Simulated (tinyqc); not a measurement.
# Dose and depth of a threshold implant

Question. A sheet of D acceptors per cm^2 lies at depth xi inside the depleted layer of a body doped Na. In the depletion approximation VT = Vfb + f2 + q D/Cox + gamma sqrt(f2 + Vsb - q D xi/(eps0 eps_r)), gamma = sqrt(2 eps0 eps_r q Na)/Cox, Cox = eps0 eox/tox. Find gamma, D and xi.

Parameters, values chosen for the exercise; band and dielectric values close to those of silicon: relative permittivity eps_r = 11.5; acceptor density deep in the body Na = 6e16 cm^-3; relative permittivity of the gate insulator (close to silicon nitride) eox = 7.51; insulator thickness tox = 3.7 nm; flat-band voltage Vfb = -0.86 V; band bending 2 phiF at threshold f2 = 0.669 V.

Constants: q = 1.602176634e-19 C, eps0 = 8.8541878128e-14 F/cm where lengths are in cm. Results are converted to the units shown.

VT against the source at Vsb = 0 and 1.5 V (V): [-0.11008778, -0.055920880]

Solution. With y^2 = f2 - q D xi/(eps0 eps_r) and d the difference of the thresholds over gamma, sqrt(y^2 + Vsb) - y = d gives y = (Vsb - d^2)/(2 d). The first threshold then gives D, and y^2 gives xi.

gamma = 0.0779 V^0.5
D = 2.70e11 cm^-2
xi = 32.0 nm

Program tinyqc, `OMP_NUM_THREADS=1 python tinyqc.py 2080063 2080064 out.jsonl`; Intel Xeon 2.30GHz, shared host, one thread, about 0.3 s.
